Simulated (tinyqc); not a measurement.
Comparisons within one model: smearing for a one-band metal on the fcc lattice. A value that a table varies takes the place of the one given here.

Lattice vectors (units of a): a1 = (0, 1/2, 1/2), a2 = (1/2, 0, 1/2), a3 = (1/2, 1/2, 0). E(k) = -t A_1(k) - t2 A_2(k), A_m the sum of cos(k . R) over the 12 nearest and 6 second lattice vectors. Mesh k = sum (j_i/N) b_i, j_i = 0 .. N-1.

With x = (E_k - mu)/sigma: Fermi-Dirac f = 1/(1 + exp(x)), s = -f ln f - (1 - f) ln(1 - f); Gaussian f = erfc(x)/2, s = exp(-x^2)/(2 sqrt(pi)); Methfessel-Paxton (first order) f = erfc(x)/2 - x exp(-x^2)/(2 sqrt(pi)), s = (1 - 2 x^2) exp(-x^2)/(4 sqrt(pi)); cold (Marzari-Vanderbilt) with y = x + 1/sqrt(2), f = erfc(y)/2 + exp(-y^2)/sqrt(2 pi), s = y exp(-y^2)/sqrt(2 pi). With weights w = points/N^d (d the dimension), mu solves 2 sum w f = ne; E = 2 sum w f E_k, S = 2 sum w s, F = E - sigma S.

With x = (E_k - mu)/sigma: Gaussian f = erfc(x)/2, s = exp(-x^2)/(2 sqrt(pi)); Methfessel-Paxton (first order) f = erfc(x)/2 - x exp(-x^2)/(2 sqrt(pi)), s = (1 - 2 x^2) exp(-x^2)/(4 sqrt(pi)). With weights w = points/N^d (d the dimension), mu solves 2 sum w f = ne; E = 2 sum w f E_k, S = 2 sum w s, F = E - sigma S.

With x = (E_k - mu)/sigma: Methfessel-Paxton (first order) f = erfc(x)/2 - x exp(-x^2)/(2 sqrt(pi)), s = (1 - 2 x^2) exp(-x^2)/(4 sqrt(pi)). With weights w = points/N^d (d the dimension), mu solves 2 sum w f = ne; E = 2 sum w f E_k, S = 2 sum w s, F = E - sigma S.

Values chosen for the exercise: t = 1.06 eV (nearest hopping); t2 = -0.03 eV (second hopping); ne = 0.32 (electrons per cell); N = 4 (unshifted mesh); sigma = 0.212 eV (width).

## Error of each scheme against the width

All on the dense mesh N = 40. The reference is F of first-order Methfessel-Paxton smearing with sigma = 0.05 t on the mesh N = 40; it moves by 0.18 meV on the mesh N = 50; in three dimensions such meshes can agree by chance and the reference may be off by about 1 meV, so smaller errors are not resolved.

Errors (meV per cell):
```
sigma (eV)    FD F  FD (E+F)/2  Gauss F  Gauss (E+F)/2   MP F  cold F
0.106        -1.50       -0.05    -0.25          -0.01  -0.01    0.00
0.159        -3.30       -0.09    -0.54          -0.02  -0.02   -0.03
0.212        -5.79       -0.12    -0.94          -0.04  -0.04   -0.07
0.318       -12.87       -0.11    -2.05          -0.07  -0.07   -0.16
0.424       -22.82       -0.01    -3.57          -0.11  -0.11   -0.27
0.636       -51.61        0.70    -7.87          -0.14  -0.13   -0.56
0.848       -92.77        2.30   -13.87          -0.13  -0.09   -1.09
```

reference = -2.17915 eV

What can be read from the table?

Doubling sigma from 0.212 to 0.424 eV multiplies the error of F by 3.9 (Fermi-Dirac) and 3.8 (Gaussian); a pure sigma^2 term would give 4. At the smallest width Fermi-Dirac errs 6.1 times as much as Gaussian, against 2 pi^2/3 = 6.6 for the ratio of the sigma^2 terms at equal sigma. At the largest width the sizes of the errors rank MP F 0.1, Gauss (E+F)/2 0.1, cold F 1.1, FD (E+F)/2 2.3, Gauss F 13.9, FD F 92.8 meV; below about 1 meV this order, and the ratios at the smallest width, carry the noise of the mesh.

## Mesh against width

Gaussian smearing, (E + F)/2. The reference is F of first-order Methfessel-Paxton smearing with sigma = 0.05 t on the mesh N = 40; it moves by 0.18 meV on the mesh N = 50; in three dimensions such meshes can agree by chance and the reference may be off by about 1 meV, so smaller errors are not resolved.

Errors (meV per cell):
```
N   sigma = 0.05 t  sigma = 0.15 t  sigma = 0.4 t
4            34.29           32.29          27.27
6            79.35           77.73          69.81
8            24.40           23.19          21.18
12            1.09            0.65          -0.85
16            3.48            3.12           2.12
24            0.79            0.67           0.36
```

reference = -2.17915 eV

What can be read from the table?

First N from which the value stays within 2 meV of its last entry (which need not be the best one): none before the last for sigma = 0.05 t, none before the last for sigma = 0.15 t, 12 for sigma = 0.4 t. At the last mesh the errors are +0.79, +0.67 and +0.36 meV. The widest smearing converges sooner with the mesh than the narrowest; a level at which its last entries rest, if any, is its bias. The smallest error belongs to 0.05 t on 0, 0.15 t on 1, 0.4 t on 5 of the 6 meshes.

## What moves the results of Methfessel-Paxton (first order) smearing

All sums formed anew. Each row changes one parameter from the base and keeps the others.

Results:
```
case              mu (eV)   E (eV)       S   F (eV)
base              -4.2593  -2.1439  0.0166  -2.1474
N = 8             -3.6083  -2.1542  0.0108  -2.1564
sigma = 0.424 eV  -4.3386  -2.1439  0.0166  -2.1509
ne = 0.42         -4.1169  -2.5619  0.0199  -2.5661
t2 = 0.076 eV     -4.4713  -2.1719  0.0166  -2.1755
t = 1.166 eV      -4.6833  -2.3590  0.0166  -2.3625
```

What can be read from the table?

The largest shifts from the base row, up to three for each result and ties (the steps differ in size, so this ranks the rows, not the parameters). mu (eV): N +0.6510, t -0.4240, t2 -0.2120. E (eV): ne -0.4180, t -0.2152, t2 -0.0281. S: N -0.0058, ne +0.0034; unchanged at the printed digits by sigma, t2 and t. F (eV): ne -0.4187, t -0.2152, t2 -0.0281.

Computed by tinyqc, a small Python program: `OMP_NUM_THREADS=1 python tinyqc.py 1652634 1652635 out.jsonl` (the numbers bound the seed that draws the inputs); one thread of a shared host (Intel(R) Xeon(R) Processor @ 2.30GHz), about 0.3 s for the whole set of steps.
